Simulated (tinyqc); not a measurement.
Inside a calculation (part 1 of 2). Method: RKS/LDA (VWN5) in the sto-3g basis, for BeH2, spin multiplicity 1. Computed by tinyqc, a small Python program that keeps every step (integrals from PySCF). Settings: charge = 0, multiplicity = 1, basis = sto-3g, energy threshold = 1e-09, iteration cap = 73, orthogonalisation = canonical, start = Wolfsberg-Helmholz matrix, DIIS depth = 0, method = RKS, functional = lda,vwn, grid = [30, 14]. Command: `OMP_NUM_THREADS=1 python tinyqc.py 21522 21523 out.jsonl` (the two numbers bound the seeds that draw the settings). One thread of a shared host (Intel(R) Xeon(R) Processor @ 2.60GHz), about 0.6 s of CPU time with the checks. Later iterations appear only in the table of the cycle.

## One-electron integrals

Geometry (angstrom):
```
atom        x         y        z
Be    0.00000   0.00000  0.00000
H     0.00000   1.51500  0.00000
H     0.00000  -1.51500  0.00000
```

Basis sto-3g: exponents (1/bohr^2) and contraction coefficients of normalised primitives:
```
element  l (shell)  exponent  coefficient
Be           s (1)  30.16787      0.15433
Be           s (1)   5.49512      0.53533
Be           s (1)   1.48719      0.44463
Be           s (2)   1.31483     -0.09997
Be           s (2)   0.30554      0.39951
Be           s (2)   0.09937      0.70012
Be           p (3)   1.31483      0.15592
Be           p (3)   0.30554      0.60768
Be           p (3)   0.09937      0.39196
H            s (1)   3.42525      0.15433
H            s (1)   0.62391      0.53533
H            s (1)   0.16886      0.44463
```

Overlap, kinetic and nuclear-attraction integrals over the contracted functions; the nuclear repulsion is the sum of Za Zb / Rab.

nuclear repulsion = 2.9689811 hartree

overlap S, order 1Be 1s, 1Be 2s, 1Be 2px, 1Be 2py, 1Be 2pz, 2H 1s, 3H 1s:
```
[[1.00000, 0.25952, 0.00000, 0.00000, 0.00000, 0.04730, 0.04730],
 [0.25952, 1.00000, 0.00000, 0.00000, 0.00000, 0.39126, 0.39126],
 [0.00000, 0.00000, 1.00000, 0.00000, 0.00000, 0.00000, 0.00000],
 [0.00000, 0.00000, 0.00000, 1.00000, 0.00000, 0.47212, -0.47212],
 [0.00000, 0.00000, 0.00000, 0.00000, 1.00000, 0.00000, 0.00000],
 [0.04730, 0.39126, 0.00000, 0.47212, 0.00000, 1.00000, 0.01714],
 [0.04730, 0.39126, 0.00000, -0.47212, 0.00000, 0.01714, 1.00000]]
```

kinetic energy T (hartree), order 1Be 1s, 1Be 2s, 1Be 2px, 1Be 2py, 1Be 2pz, 2H 1s, 3H 1s:
```
[[6.69397, -0.03301, 0.00000, 0.00000, 0.00000, -0.01295, -0.01295],
 [-0.03301, 0.21111, 0.00000, 0.00000, 0.00000, 0.04488, 0.04488],
 [0.00000, 0.00000, 0.66059, 0.00000, 0.00000, 0.00000, 0.00000],
 [0.00000, 0.00000, 0.00000, 0.66059, 0.00000, 0.13950, -0.13950],
 [0.00000, 0.00000, 0.00000, 0.00000, 0.66059, 0.00000, 0.00000],
 [-0.01295, 0.04488, 0.00000, 0.13950, 0.00000, 0.76003, -0.00638],
 [-0.01295, 0.04488, 0.00000, -0.13950, 0.00000, -0.00638, 0.76003]]
```

nuclear attraction V (hartree), order 1Be 1s, 1Be 2s, 1Be 2px, 1Be 2py, 1Be 2pz, 2H 1s, 3H 1s:
```
[[-15.25968, -2.08054, 0.00000, 0.00000, 0.00000, -0.37745, -0.37745],
 [-2.08054, -2.98422, 0.00000, 0.00000, 0.00000, -1.08519, -1.08519],
 [0.00000, 0.00000, -2.90112, 0.00000, 0.00000, 0.00000, 0.00000],
 [0.00000, 0.00000, 0.00000, -3.09514, 0.00000, -1.27673, 1.27673],
 [0.00000, 0.00000, 0.00000, 0.00000, -2.90112, 0.00000, 0.00000],
 [-0.37745, -1.08519, 0.00000, -1.27673, 0.00000, -2.79313, -0.05667],
 [-0.37745, -1.08519, 0.00000, 1.27673, 0.00000, -0.05667, -2.79313]]
```

core Hamiltonian H = T + V (hartree), order 1Be 1s, 1Be 2s, 1Be 2px, 1Be 2py, 1Be 2pz, 2H 1s, 3H 1s:
```
[[-8.56570, -2.11355, 0.00000, 0.00000, 0.00000, -0.39040, -0.39040],
 [-2.11355, -2.77311, 0.00000, 0.00000, 0.00000, -1.04030, -1.04030],
 [0.00000, 0.00000, -2.24053, 0.00000, 0.00000, 0.00000, 0.00000],
 [0.00000, 0.00000, 0.00000, -2.43455, 0.00000, -1.13724, 1.13724],
 [0.00000, 0.00000, 0.00000, 0.00000, -2.24053, 0.00000, 0.00000],
 [-0.39040, -1.04030, 0.00000, -1.13724, 0.00000, -2.03309, -0.06305],
 [-0.39040, -1.04030, 0.00000, 1.13724, 0.00000, -0.06305, -2.03309]]
```

## Two-electron integrals

Functions are numbered as in S; the eight-fold symmetry (ij|kl) = (ji|kl) = (kl|ij) leaves the list below.

Two-electron integrals (ij|kl) in chemists' order, unique and non-zero (hartree):
```
(11|11) 2.29883    (21|11) 0.39204    (21|21) 0.07954    (22|11) 0.57099
(22|21) 0.14304    (22|22) 0.41768    (31|31) 0.01461    (32|31) 0.02189
(32|32) 0.09226    (33|11) 0.56958    (33|21) 0.14308    (33|22) 0.41759
(33|33) 0.44986    (41|41) 0.01461    (42|41) 0.02189    (42|42) 0.09226
(43|43) 0.02425    (44|11) 0.56958    (44|21) 0.14308    (44|22) 0.41759
(44|33) 0.40136    (44|44) 0.44986    (51|51) 0.01461    (52|51) 0.02189
(52|52) 0.09226    (53|53) 0.02425    (54|54) 0.02425    (55|11) 0.56958
(55|21) 0.14308    (55|22) 0.41759    (55|33) 0.40136    (55|44) 0.40136
(55|55) 0.44986    (61|11) 0.07055    (61|21) 0.01431    (61|22) 0.02595
(61|33) 0.02577    (61|41) 0.00126    (61|42) 0.00239    (61|44) 0.02633
(61|55) 0.02577    (61|61) 0.00270    (62|11) 0.17968    (62|21) 0.04572
(62|22) 0.14656    (62|33) 0.14090    (62|41) 0.00597    (62|42) 0.03739
(62|44) 0.15774    (62|55) 0.14090    (62|61) 0.00910    (62|62) 0.07816
(63|31) 0.00408    (63|32) 0.01939    (63|43) 0.00638    (63|63) 0.00695
(64|11) 0.19601    (64|21) 0.05046    (64|22) 0.16953    (64|33) 0.15949
(64|41) 0.00965    (64|42) 0.05802    (64|44) 0.18943    (64|55) 0.15949
(64|61) 0.01047    (64|62) 0.10258    (64|64) 0.13863    (65|51) 0.00408
(65|52) 0.01939    (65|54) 0.00638    (65|65) 0.00695    (66|11) 0.34770
(66|21) 0.09002    (66|22) 0.32405    (66|33) 0.30073    (66|41) 0.01343
(66|42) 0.10981    (66|44) 0.37041    (66|55) 0.30073    (66|61) 0.01832
(66|62) 0.22184    (66|64) 0.30845    (66|66) 0.77461    (71|11) 0.07055
(71|21) 0.01431    (71|22) 0.02595    (71|33) 0.02577    (71|41) -0.00126
(71|42) -0.00239   (71|44) 0.02633    (71|55) 0.02577    (71|61) 0.00246
(71|62) 0.00768    (71|64) 0.00819    (71|66) 0.01498    (71|71) 0.00270
(72|11) 0.17968    (72|21) 0.04572    (72|22) 0.14656    (72|33) 0.14090
(72|41) -0.00597   (72|42) -0.03739   (72|44) 0.15774    (72|55) 0.14090
(72|61) 0.00768    (72|62) 0.03951    (72|64) 0.04202    (72|66) 0.08240
(72|71) 0.00910    (72|72) 0.07816    (73|31) 0.00408    (73|32) 0.01939
(73|43) -0.00638   (73|63) 0.00272    (73|73) 0.00695    (74|11) -0.19601
(74|21) -0.05046   (74|22) -0.16953   (74|33) -0.15949   (74|41) 0.00965
(74|42) 0.05802    (74|44) -0.18943   (74|55) -0.15949   (74|61) -0.00819
(74|62) -0.04202   (74|64) -0.04340   (74|66) -0.08713   (74|71) -0.01047
(74|72) -0.10258   (74|74) 0.13863    (75|51) 0.00408    (75|52) 0.01939
(75|54) -0.00638   (75|65) 0.00272    (75|75) 0.00695    (76|11) 0.01065
(76|21) 0.00264    (76|22) 0.00747    (76|33) 0.00736    (76|44) 0.00767
(76|55) 0.00736    (76|61) 0.00048    (76|62) 0.00269    (76|64) 0.00315
(76|66) 0.00609    (76|71) 0.00048    (76|72) 0.00269    (76|74) -0.00315
(76|76) 0.00014    (77|11) 0.34770    (77|21) 0.09002    (77|22) 0.32405
(77|33) 0.30073    (77|41) -0.01343   (77|42) -0.10981   (77|44) 0.37041
(77|55) 0.30073    (77|61) 0.01498    (77|62) 0.08240    (77|64) 0.08713
(77|66) 0.17464    (77|71) 0.01832    (77|72) 0.22184    (77|74) -0.30845
(77|76) 0.00609    (77|77) 0.77461
```

## Orthogonalisation

S = U s U^T; canonical form X = U s^(-1/2), so that X^T S X = 1. Each column of U has its largest component positive (the first on a tie).

eigenvalues of S: [0.32369, 0.41954, 0.95183, 1.00000, 1.00000, 1.64577, 1.65917]

X, order 1Be 1s, 1Be 2s, 1Be 2px, 1Be 2py, 1Be 2pz, 2H 1s, 3H 1s:
```
[[0.00000, -0.38560, 0.92837, 0.00000, 0.00000, 0.26693, 0.00000],
 [0.00000, 1.11822, -0.06147, 0.00000, 0.00000, 0.53542, 0.00000],
 [0.00000, 0.00000, 0.00000, 1.00000, 0.00000, 0.00000, 0.00000],
 [1.23485, 0.00000, 0.00000, 0.00000, 0.00000, 0.00000, 0.55247],
 [0.00000, 0.00000, 0.00000, 0.00000, 1.00000, 0.00000, 0.00000],
 [-0.88445, -0.70160, -0.30410, 0.00000, 0.00000, 0.35333, 0.38567],
 [0.88445, -0.70160, -0.30410, 0.00000, 0.00000, 0.35333, -0.38567]]
```

Within a degenerate level the vectors are fixed only up to a rotation; this is one choice.

## Starting guess

The start is the generalised Wolfsberg-Helmholz matrix (K = 1.75) built on H; D = 2 C_occ C_occ^T.

D at the start, order 1Be 1s, 1Be 2s, 1Be 2px, 1Be 2py, 1Be 2pz, 2H 1s, 3H 1s:
```
[[2.04253, -0.16002, 0.00000, 0.00000, 0.00000, -0.20438, -0.20438],
 [-0.16002, 0.75651, 0.00000, 0.00000, 0.00000, 0.46553, 0.46553],
 [0.00000, 0.00000, 0.00000, 0.00000, 0.00000, 0.00000, 0.00000],
 [0.00000, 0.00000, 0.00000, 0.79571, 0.00000, 0.41376, -0.41376],
 [0.00000, 0.00000, 0.00000, 0.00000, 0.00000, 0.00000, 0.00000],
 [-0.20438, 0.46553, 0.00000, 0.41376, 0.00000, 0.50720, 0.07690],
 [-0.20438, 0.46553, 0.00000, -0.41376, 0.00000, 0.07690, 0.50720]]
```

## Iteration 1: exchange-correlation on the grid

Becke grid with 30 radial and 14 angular points per atom, points of zero weight dropped. rho = sum D_ij phi_i phi_j; V_xc,ij = sum w v_xc phi_i phi_j; v_xc is d(rho eps)/d rho.

The 16 grid points with the largest w rho, of 1222 (bohr, atomic units):
```
x                y         z        w      rho    eps_xc      v_xc
0.00000   -1.55026   0.00000  0.50709  0.09955  -0.39566  -0.51717
0.00000    1.55026   0.00000  0.50709  0.09955  -0.39566  -0.51717
0.00000   -1.88452   0.00000  0.43153  0.11158  -0.40977  -0.53576
0.00000    1.88452   0.00000  0.43153  0.11158  -0.40977  -0.53576
0.00000   -1.26028   0.00000  0.34495  0.09825  -0.39406  -0.51506
0.00000    1.26028   0.00000  0.34495  0.09825  -0.39406  -0.51506
-0.19935   0.19935   0.19935  0.01238  2.46624  -1.07711  -1.41836
0.19935    0.19935   0.19935  0.01238  2.46624  -1.07711  -1.41836
-0.19935  -0.19935   0.19935  0.01238  2.46624  -1.07711  -1.41836
0.19935    0.19935  -0.19935  0.01238  2.46624  -1.07711  -1.41836
0.19935   -0.19935  -0.19935  0.01238  2.46624  -1.07711  -1.41836
-0.19935  -0.19935  -0.19935  0.01238  2.46624  -1.07711  -1.41836
-0.19935   0.19935  -0.19935  0.01238  2.46624  -1.07711  -1.41836
0.19935   -0.19935   0.19935  0.01238  2.46624  -1.07711  -1.41836
-0.27018  -0.27018  -0.27018  0.02801  1.05067  -0.82283  -1.08147
0.27018   -0.27018  -0.27018  0.02801  1.05067  -0.82283  -1.08147
```

electrons on the grid, sum of w rho = 5.97305

E_xc = sum of w rho eps_xc = -3.2878368 hartree

V_xc (hartree), order 1Be 1s, 1Be 2s, 1Be 2px, 1Be 2py, 1Be 2pz, 2H 1s, 3H 1s:
```
[[-1.41281, -0.21073, 0.00000, 0.00000, 0.00000, -0.03864, -0.03864],
 [-0.21073, -0.32884, 0.00000, 0.00000, 0.00000, -0.14034, -0.14034],
 [0.00000, 0.00000, -0.30021, 0.00000, 0.00000, 0.00000, 0.00000],
 [0.00000, 0.00000, 0.00000, -0.38104, 0.00000, -0.17704, 0.17704],
 [0.00000, 0.00000, 0.00000, 0.00000, -0.30021, 0.00000, 0.00000],
 [-0.03864, -0.14034, 0.00000, -0.17704, 0.00000, -0.41754, -0.00650],
 [-0.03864, -0.14034, 0.00000, 0.17704, 0.00000, -0.00650, -0.41754]]
```

## Iteration 1: building the Kohn-Sham matrix

J_ij = sum D_kl (ij|kl); F = H + J + V_xc; E = tr D H + tr D J / 2 + E_xc + E_nn.

Coulomb J (hartree), order 1Be 1s, 1Be 2s, 1Be 2px, 1Be 2py, 1Be 2pz, 2H 1s, 3H 1s:
```
[[6.41079, 1.24603, 0.00000, 0.00000, 0.00000, 0.22601, 0.22601],
 [1.24603, 2.63086, 0.00000, 0.00000, 0.00000, 0.96585, 0.96585],
 [0.00000, 0.00000, 2.56432, 0.00000, 0.00000, 0.00000, 0.00000],
 [0.00000, 0.00000, 0.00000, 2.75409, 0.00000, 1.14195, -1.14195],
 [0.00000, 0.00000, 0.00000, 0.00000, 2.56432, 0.00000, 0.00000],
 [0.22601, 0.96585, 0.00000, 1.14195, 0.00000, 2.30066, 0.04868],
 [0.22601, 0.96585, 0.00000, -1.14195, 0.00000, 0.04868, 2.30066]]
```

Kohn-Sham matrix F (hartree), order 1Be 1s, 1Be 2s, 1Be 2px, 1Be 2py, 1Be 2pz, 2H 1s, 3H 1s:
```
[[-3.56772, -1.07826, 0.00000, 0.00000, 0.00000, -0.20303, -0.20303],
 [-1.07826, -0.47109, 0.00000, 0.00000, 0.00000, -0.21479, -0.21479],
 [0.00000, 0.00000, 0.02358, 0.00000, 0.00000, 0.00000, 0.00000],
 [0.00000, 0.00000, 0.00000, -0.06150, 0.00000, -0.17233, 0.17233],
 [0.00000, 0.00000, 0.00000, 0.00000, 0.02358, 0.00000, 0.00000],
 [-0.20303, -0.21479, 0.00000, -0.17233, 0.00000, -0.14997, -0.02087],
 [-0.20303, -0.21479, 0.00000, 0.17233, 0.00000, -0.02087, -0.14997]]
```

total energy of this density = -15.3843387 hartree

## Iteration 1: diagonalisation and new density

Diagonalise F' = X^T F X, C = X C', fill 3 alpha and 3 beta electrons from the bottom; D = 2 C_occ C_occ^T. Each column has its largest component positive (the first on a tie).

F' = X^T F X (hartree):
```
[[0.45711, 0.00000, 0.00000, 0.00000, 0.00000, 0.00000, 0.05038],
 [0.00000, 0.09648, 0.43615, 0.00000, 0.00000, 0.19366, 0.00000],
 [0.00000, 0.43615, -2.77202, 0.00000, 0.00000, -1.37114, 0.00000],
 [0.00000, 0.00000, 0.00000, 0.02358, 0.00000, 0.00000, 0.00000],
 [0.00000, 0.00000, 0.00000, 0.00000, 0.02358, 0.00000, 0.00000],
 [0.00000, 0.19366, -1.37114, 0.00000, 0.00000, -0.97926, 0.00000],
 [0.05038, 0.00000, 0.00000, 0.00000, 0.00000, 0.00000, -0.20406]]
```

orbital energies (hartree): [-3.57543, -0.24090, -0.20787, 0.02358, 0.02358, 0.16154, 0.46093]

coefficients C, order 1Be 1s, 1Be 2s, 1Be 2px, 1Be 2py, 1Be 2pz, 2H 1s, 3H 1s:
```
[[0.98558, -0.22872, 0.00000, 0.00000, 0.00000, -0.24112, 0.00000],
 [0.05462, 0.60259, 0.00000, 0.00000, 0.00000, 1.08387, 0.00000],
 [0.00000, 0.00000, 0.00000, 0.09800, 0.99519, 0.00000, 0.00000],
 [0.00000, 0.00000, 0.45760, 0.00000, 0.00000, 0.00000, 1.27306],
 [0.00000, 0.00000, 0.00000, 0.99519, -0.09800, 0.00000, 0.00000],
 [-0.00902, 0.38830, 0.45139, 0.00000, 0.00000, -0.74747, -0.85278],
 [-0.00902, 0.38830, -0.45139, 0.00000, 0.00000, -0.74747, 0.85278]]
```

D after iteration 1, order 1Be 1s, 1Be 2s, 1Be 2px, 1Be 2py, 1Be 2pz, 2H 1s, 3H 1s:
```
[[2.04735, -0.16798, 0.00000, 0.00000, 0.00000, -0.19540, -0.19540],
 [-0.16798, 0.73220, 0.00000, 0.00000, 0.00000, 0.46698, 0.46698],
 [0.00000, 0.00000, 0.00000, 0.00000, 0.00000, 0.00000, 0.00000],
 [0.00000, 0.00000, 0.00000, 0.41879, 0.00000, 0.41311, -0.41311],
 [0.00000, 0.00000, 0.00000, 0.00000, 0.00000, 0.00000, 0.00000],
 [-0.19540, 0.46698, 0.00000, 0.41311, 0.00000, 0.70922, -0.10580],
 [-0.19540, 0.46698, 0.00000, -0.41311, 0.00000, -0.10580, 0.70922]]
```

Within a degenerate level the vectors are fixed only up to a rotation; this is one choice.

## Iteration 2: exchange-correlation on the grid

As before.

The 16 grid points with the largest w rho, of 1222 (bohr, atomic units):
```
x                y         z        w      rho    eps_xc      v_xc
0.00000   -1.88452   0.00000  0.43153  0.11062  -0.40868  -0.53432
0.00000    1.88452   0.00000  0.43153  0.11062  -0.40868  -0.53432
0.00000    1.55026   0.00000  0.50709  0.08803  -0.38100  -0.49787
0.00000   -1.55026   0.00000  0.50709  0.08803  -0.38100  -0.49787
0.19935   -0.19935  -0.19935  0.01238  2.46695  -1.07721  -1.41850
0.19935   -0.19935   0.19935  0.01238  2.46695  -1.07721  -1.41850
-0.19935   0.19935   0.19935  0.01238  2.46695  -1.07721  -1.41850
0.19935    0.19935   0.19935  0.01238  2.46695  -1.07721  -1.41850
0.19935    0.19935  -0.19935  0.01238  2.46695  -1.07721  -1.41850
-0.19935  -0.19935  -0.19935  0.01238  2.46695  -1.07721  -1.41850
-0.19935  -0.19935   0.19935  0.01238  2.46695  -1.07721  -1.41850
-0.19935   0.19935  -0.19935  0.01238  2.46695  -1.07721  -1.41850
0.27018   -0.27018   0.27018  0.02801  1.04639  -0.82178  -1.08007
-0.27018  -0.27018   0.27018  0.02801  1.04639  -0.82178  -1.08007
0.27018    0.27018   0.27018  0.02801  1.04639  -0.82178  -1.08007
0.27018   -0.27018  -0.27018  0.02801  1.04639  -0.82178  -1.08007
```

electrons on the grid, sum of w rho = 5.96049

E_xc = sum of w rho eps_xc = -3.3134256 hartree

V_xc (hartree), order 1Be 1s, 1Be 2s, 1Be 2px, 1Be 2py, 1Be 2pz, 2H 1s, 3H 1s:
```
[[-1.41080, -0.20834, 0.00000, 0.00000, 0.00000, -0.03813, -0.03813],
 [-0.20834, -0.31951, 0.00000, 0.00000, 0.00000, -0.14034, -0.14034],
 [0.00000, 0.00000, -0.29133, 0.00000, 0.00000, 0.00000, 0.00000],
 [0.00000, 0.00000, 0.00000, -0.37070, 0.00000, -0.17884, 0.17884],
 [0.00000, 0.00000, 0.00000, 0.00000, -0.29133, 0.00000, 0.00000],
 [-0.03813, -0.14034, 0.00000, -0.17884, 0.00000, -0.43510, -0.00635],
 [-0.03813, -0.14034, 0.00000, 0.17884, 0.00000, -0.00635, -0.43510]]
```

## Iteration 2: building the Kohn-Sham matrix

As before.

Coulomb J (hartree), order 1Be 1s, 1Be 2s, 1Be 2px, 1Be 2py, 1Be 2pz, 2H 1s, 3H 1s:
```
[[6.32674, 1.22530, 0.00000, 0.00000, 0.00000, 0.22224, 0.22224],
 [1.22530, 2.59333, 0.00000, 0.00000, 0.00000, 0.96391, 0.96391],
 [0.00000, 0.00000, 2.52351, 0.00000, 0.00000, 0.00000, 0.00000],
 [0.00000, 0.00000, 0.00000, 2.72308, 0.00000, 1.14585, -1.14585],
 [0.00000, 0.00000, 0.00000, 0.00000, 2.52351, 0.00000, 0.00000],
 [0.22224, 0.96391, 0.00000, 1.14585, 0.00000, 2.34393, 0.04805],
 [0.22224, 0.96391, 0.00000, -1.14585, 0.00000, 0.04805, 2.34393]]
```

Kohn-Sham matrix F (hartree), order 1Be 1s, 1Be 2s, 1Be 2px, 1Be 2py, 1Be 2pz, 2H 1s, 3H 1s:
```
[[-3.64976, -1.09659, 0.00000, 0.00000, 0.00000, -0.20629, -0.20629],
 [-1.09659, -0.49929, 0.00000, 0.00000, 0.00000, -0.21674, -0.21674],
 [0.00000, 0.00000, -0.00836, 0.00000, 0.00000, 0.00000, 0.00000],
 [0.00000, 0.00000, 0.00000, -0.08217, 0.00000, -0.17022, 0.17022],
 [0.00000, 0.00000, 0.00000, 0.00000, -0.00836, 0.00000, 0.00000],
 [-0.20629, -0.21674, 0.00000, -0.17022, 0.00000, -0.12427, -0.02136],
 [-0.20629, -0.21674, 0.00000, 0.17022, 0.00000, -0.02136, -0.12427]]
```

total energy of this density = -15.4014420 hartree

## Iteration 2: diagonalisation and new density

As before.

F' = X^T F X (hartree):
```
[[0.45733, 0.00000, 0.00000, 0.00000, 0.00000, 0.00000, 0.01837],
 [0.00000, 0.09222, 0.46340, 0.00000, 0.00000, 0.17306, 0.00000],
 [0.00000, 0.46340, -2.83253, 0.00000, 0.00000, -1.40566, 0.00000],
 [0.00000, 0.00000, 0.00000, -0.00836, 0.00000, 0.00000, 0.00000],
 [0.00000, 0.00000, 0.00000, 0.00000, -0.00836, 0.00000, 0.00000],
 [0.00000, 0.17306, -1.40566, 0.00000, 0.00000, -0.99484, 0.00000],
 [0.01837, 0.00000, 0.00000, 0.00000, 0.00000, 0.00000, -0.20078]]
```

orbital energies (hartree): [-3.65706, -0.24573, -0.20129, -0.00836, -0.00836, 0.16765, 0.45784]

coefficients C, order 1Be 1s, 1Be 2s, 1Be 2px, 1Be 2py, 1Be 2pz, 2H 1s, 3H 1s:
```
[[0.98610, -0.24479, 0.00000, 0.00000, 0.00000, -0.22248, 0.00000],
 [0.05279, 0.68186, 0.00000, 0.00000, 0.00000, 1.03593, 0.00000],
 [0.00000, 0.00000, 0.00000, -0.02355, 0.99972, 0.00000, 0.00000],
 [0.00000, 0.00000, 0.51783, 0.00000, 0.00000, 0.00000, 1.24977],
 [0.00000, 0.00000, 0.00000, 0.99972, 0.02355, 0.00000, 0.00000],
 [-0.00874, 0.33142, 0.41018, 0.00000, 0.00000, -0.77437, -0.87335],
 [-0.00874, 0.33142, -0.41018, 0.00000, 0.00000, -0.77437, 0.87335]]
```

D after iteration 2, order 1Be 1s, 1Be 2s, 1Be 2px, 1Be 2py, 1Be 2pz, 2H 1s, 3H 1s:
```
[[2.06463, -0.22972, 0.00000, 0.00000, 0.00000, -0.17950, -0.17950],
 [-0.22972, 0.93544, 0.00000, 0.00000, 0.00000, 0.45105, 0.45105],
 [0.00000, 0.00000, 0.00000, 0.00000, 0.00000, 0.00000, 0.00000],
 [0.00000, 0.00000, 0.00000, 0.53630, 0.00000, 0.42481, -0.42481],
 [0.00000, 0.00000, 0.00000, 0.00000, 0.00000, 0.00000, 0.00000],
 [-0.17950, 0.45105, 0.00000, 0.42481, 0.00000, 0.55633, -0.11666],
 [-0.17950, 0.45105, 0.00000, -0.42481, 0.00000, -0.11666, 0.55633]]
```

Within a degenerate level the vectors are fixed only up to a rotation; this is one choice.
